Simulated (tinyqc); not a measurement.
Doping density: delta-doped layer in the Thomas-Fermi potential.

All donors ionised in the plane z = 0, zero temperature, energies from the Fermi level EF of the Thomas-Fermi model, which lies at the bulk band edge; c = hbar^2/2m0, q = e^2/(4 pi eps0). gv = 4 equivalent valleys, m_d = sqrt(m3^3/mz) in the plane. With n = (gv/3 pi^2)(m3 (-V)/c)^(3/2) and V'' = -(4 pi q/eps) n for z > 0, the solution is V = -b/(|z| + z0)^4 with sqrt(b) = 20/K, K = (4 pi q/eps)(gv/3 pi^2)(m3/c)^(3/2), and z0^5 = 4b/(e F0), e F0 = 2 pi q N/eps; 1e13/cm^2 = 1e-3/angstrom^2. Exchange and correlation are left out.

Subbands solve -(c/m_z) psi'' + V psi = E psi on 1280 points of spacing z0/80; up to ten levels for each group, kept if bound with an rms width below 2.5 z0.

Constants: hbar^2/2m0 = 3.80998211 eV angstrom^2; e^2/(4 pi eps0) = 14.39964547 eV angstrom.

Parameters, chosen for this exercise (near those of a delta-doped layer in Ge; not measured data):

| symbol | value | unit | meaning |
|---|---|---|---|
| m3 | 0.213 | m0 | density-of-states mass of a valley |
| mz | 0.117 | m0 | mass along z |
| eps | 16.3 |  | dielectric constant |
| Nl | (0.41, 0.82, 1.6, 2.9, 4.9, 8.2, 13) | x 1e13/cm^2 | sheet densities |

The well, the lowest level and the filling anew; at zero temperature n_i = g m_d (mu - E_i)/(2 pi c), with mu fixed by sum n_i = N.

Results:

| N (1e13/cm^2) | z0 (angstrom) | depth (eV) | lowest (eV) | next - lowest (eV) | occupied | share of lowest (%) |
|---|---|---|---|---|---|---|
| 0.41 | 70.9 | 0.0403 | -0.0096 | - | 1 | 100.0 |
| 0.82 | 61.7 | 0.0702 | -0.0189 | - | 1 | 100.0 |
| 1.6 | 54.0 | 0.1199 | -0.0361 | - | 1 | 100.0 |
| 2.9 | 47.9 | 0.1929 | -0.0637 | - | 1 | 100.0 |
| 4.9 | 43.2 | 0.2934 | -0.1045 | 0.1016 | 2 | 99.8 |
| 8.2 | 38.9 | 0.4430 | -0.1691 | 0.1602 | 2 | 96.9 |
| 13 | 35.5 | 0.6405 | -0.2590 | 0.2386 | 2 | 94.1 |

What can be read from this table?

The depth grows as N^(4/5) and z0 shrinks as N^(-1/5): factors 15.9 and 2.00 for 32 times the doping. The lowest level deepens faster, with exponent 0.95, since the zero-point energy takes a smaller share of a deeper well (76 % falling to 60 %). The number of occupied subbands is 1 in the first row and 2 in the last. Depths beyond about 0.5 eV stretch parabolic valleys past their range.

tinyqc: `OMP_NUM_THREADS=1 python tinyqc.py 1281548 1281549 out.jsonl`; about 0.2 s, one thread, shared Intel(R) Xeon(R) Processor @ 2.30GHz.
